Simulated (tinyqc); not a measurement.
What each parameter does: quantum-confined Stark effect in a modulator well.

Envelopes on cells of 0.5 angstrom over the well |z| < L/2 and 45 angstrom of barrier on each side, psi = 0 beyond, psi'/m continuous (mean mass between points), c = hbar^2/2m0. The electron sees + e F z and the hole - e F z, each with its offset in the barriers; 1 kV/cm = 1e-5 eV/angstrom. Light holes, band mixing and escape by tunnelling are left out.

Exciton: in-plane function exp(-rho/lam), 1/mu = 1/me + 1/mp, E(lam) = c/(mu lam^2) - (q/eps) times the integral over k of Fm(k)(1 + (k lam/2)^2)^(-3/2), Fm(k) the double integral of psi_e^2 psi_h^2 exp(-k |z - z'|), q = e^2/(4 pi eps0); binding Eb = -E at the minimum. Line at Eg + E_e + E_h - Eb, strength proportional to overlap^2/lam^2.

Constants: hbar^2/2m0 = 3.80998211 eV angstrom^2; e^2/(4 pi eps0) = 14.39964547 eV angstrom; hc = 1239.841984 eV nm.

Parameters, chosen for this exercise (near those of a Ge well in SiGe, direct gap; the results hold for these values, not for the real material): L = 146 angstrom (well width); Vc = 0.357 eV (conduction offset); Vv = 0.107 eV (heavy-hole offset); me = 0.0414 m0 (electron, well); meb = 0.0564 m0 (electron, barrier); mh = 0.204 m0 (heavy hole along z, well); mhb = 0.229 m0 (heavy hole, barrier); Eg = 0.85 eV (gap of the well); mp = 0.067 m0 (heavy hole in the plane); eps = 15.8 (dielectric constant); F = 43 kV/cm (field).

Zero-field line, shift at F, overlap^2 and Eb at F.

Results for these values:
```
case  line (nm)  shift (meV)  overlap^2  Eb (meV)
base     1409.7       -10.55      0.556      3.14
```

What happens to each result for mh = 0.173 m0, all else kept?

Answer: line falls from 1409.7 to 1408.5; shift rises from -10.55 to -10.25; overlap^2 rises from 0.556 to 0.583; Eb rises from 3.14 to 3.15.

The same for each parameter in turn:
```
case              line (nm)  shift (meV)  overlap^2  Eb (meV)
base                 1409.7       -10.55      0.556      3.14
L = 136 angstrom     1403.4        -8.72      0.636      3.27
F = 34 kV/cm         1409.7        -6.88      0.665      3.24
Vc = 0.286 eV        1411.6       -10.79      0.547      3.12
Vv = 0.134 eV        1409.3       -10.06      0.578      3.17
me = 0.0476 m0       1413.6       -10.60      0.542      3.32
mh = 0.173 m0        1408.5       -10.25      0.583      3.15
eps = 14.2           1410.8       -10.45      0.556      3.75
```

Run: tinyqc, `OMP_NUM_THREADS=1 python tinyqc.py 1252696 1252697 out.jsonl`; Intel(R) Xeon(R) Processor @ 2.30GHz, one thread, shared host; about 0.1 s of CPU time with all checks.
